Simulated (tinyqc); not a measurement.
FCI on RHF in the 3-21g basis, for H-, spin multiplicity 1, step by step. The basis has no diffuse functions, so it cannot describe the extra electron: this is an exercise in the method, not the real anion. Computed by tinyqc, a small Python program that keeps every step (integrals from PySCF). Settings: charge = -1, multiplicity = 1, basis = 3-21g, method = RHF, energy threshold = 1e-10, iteration cap = 89, orthogonalisation = canonical, start = Wolfsberg-Helmholz matrix, DIIS depth = 6, ci = FCI, davidson = 1. Command: `OMP_NUM_THREADS=1 python tinyqc.py 28094 28095 out.jsonl` (the two numbers bound the seeds that draw the settings). One thread of a shared host (Intel(R) Xeon(R) Processor @ 2.60GHz), about 0.1 s of CPU time with the checks. The early iterations of the SCF are left out here.

## One-electron integrals

Geometry (angstrom):
```
atom         x         y         z
H     0.000000  0.000000  0.000000
```

Basis 3-21g: exponents (1/bohr^2) and contraction coefficients of normalised primitives:
```
element  l (shell)  exponent  coefficient
H            s (1)  5.447178     0.156285
H            s (1)  0.824547     0.904691
H            s (2)  0.183192     1.000000
```

Overlap, kinetic and nuclear-attraction integrals over the contracted functions; the nuclear repulsion is the sum of Za Zb / Rab.

nuclear repulsion = 0 hartree

overlap S:
```
          1H 1s     1H 2s
1H 1s  1.000000  0.645899
1H 2s  0.645899  1.000000
```

kinetic energy T (hartree):
```
          1H 1s     1H 2s
1H 1s  1.549405  0.293152
1H 2s  0.293152  0.274788
```

nuclear attraction V (hartree):
```
           1H 1s      1H 2s
1H 1s  -1.720918  -0.782663
1H 2s  -0.782663  -0.683004
```

core Hamiltonian H = T + V (hartree):
```
           1H 1s      1H 2s
1H 1s  -0.171513  -0.489511
1H 2s  -0.489511  -0.408216
```

## Two-electron integrals

Functions are numbered as in S; the eight-fold symmetry (ij|kl) = (ji|kl) = (kl|ij) leaves the list below.

Two-electron integrals (ij|kl) in chemists' order, unique and non-zero (hartree):
```
(11|11) 1.140145   (21|11) 0.611403   (21|21) 0.345152   (22|11) 0.626370
(22|21) 0.380329   (22|22) 0.482957
```

## Orthogonalisation

S = U s U^T; canonical form X = U s^(-1/2), so that X^T S X = 1. Each column of U has its largest component positive (the first on a tie).

eigenvalues of S: 0.354101  1.645899

X:
```
               1         2
1H 1s   1.188287  0.551167
1H 2s  -1.188287  0.551167
```

## Iteration 4 (converged): orbitals

converged F (hartree):
```
           1H 1s      1H 2s
1H 1s   0.754879  -0.113830
1H 2s  -0.113830   0.116972
```

Diagonalise F' = X^T F X, C = X C', fill 1 alpha and 1 beta electrons from the bottom; D = 2 C_occ C_occ^T. Each column has its largest component positive (the first on a tie).

F' = X^T F X (hartree):
```
          1         2
1  1.552538  0.417794
2  0.417794  0.195696
```

orbital energies (hartree): MO1 0.077370, MO2 1.670865

coefficients C:
```
            MO1        MO2
1H 1s  0.206501   1.293510
1H 2s  0.854116  -0.993125
```

D after iteration 4:
```
          1H 1s     1H 2s
1H 1s  0.085286  0.352752
1H 2s  0.352752  1.459030
```

## Convergence

Stop when the energy changes by less than 1e-10 hartree and every element of the error matrix X^T (F D S - S D F) X is below 3e-06.

Course of the cycle:
```
iteration  E (hartree)     change  largest element of the error matrix
1          -0.40014940          -                             2.74e-02
2          -0.40041556  -2.66e-04                             3.59e-03
3          -0.40042020  -4.64e-06                             3.60e-06
4          -0.40042020  -3.83e-12                             1.53e-06
```

PySCF RHF in the same basis = -0.40042020 hartree

Converged in 4 iterations.

## Integrals over molecular orbitals

(pq|rs) = sum C_ip C_jq C_kr C_ls (ij|kl), one index at a time.

one-electron integrals over orbitals h = C^T H C (hartree):
```
           1          2
1  -0.477790  -0.139972
2  -0.139972   0.568075
```

Two-electron integrals over orbitals (pq|rs), unique and non-zero (hartree):
```
(11|11) 0.555159   (21|11) 0.139972   (21|21) 0.137755   (22|11) 0.620272
(22|21) 0.250869   (22|22) 0.823223
```

## FCI: determinants and Hamiltonian

Hartree-Fock energy = -0.40042020 hartree

Slater-Condon rules over spin orbitals, with the nuclear repulsion added and E(HF) subtracted on the diagonal. Only determinants linked to the reference directly or through others are kept (one block of an abelian symmetry group), so some states are absent.

Occupation strings over the orbitals (2 doubly, a alpha, b beta, 0 empty; spin orbitals ordered 1a 1b 2a 2b ...): 20 ab ba 02

H - E(HF) between determinants (hartree):
```
          20         ab         ba         02
20  0.000000   0.000000   0.000000   0.137755
ab  0.000000   1.110978  -0.137755   0.110897
ba  0.000000  -0.137755   1.110978  -0.110897
02  0.137755   0.110897  -0.110897   2.359794
```

## FCI: roots

Diagonalise (each vector has its largest component positive (the first on a tie)); all determinants have Ms = 0, so triplets appear too. The lowest singlet root is the correlation energy.

lowest roots of this matrix, relative to E(HF) (hartree): -0.008081  0.973223  1.227306  2.389301

lowest vectors:
```
       root 1    root 2     root 3     root 4
20   0.998257  0.000000  -0.015191   0.057025
ab   0.005167  0.707107   0.700518   0.096167
ba  -0.005167  0.707107  -0.700518  -0.096167
02  -0.058559  0.000000  -0.135347   0.989066
```

<S^2> of these roots: 0.000000  2.000000  0.000000  0.000000

weight of the ground state by excitation level 0, 1, 2, ...: 0.996517  0.000053  0.003429
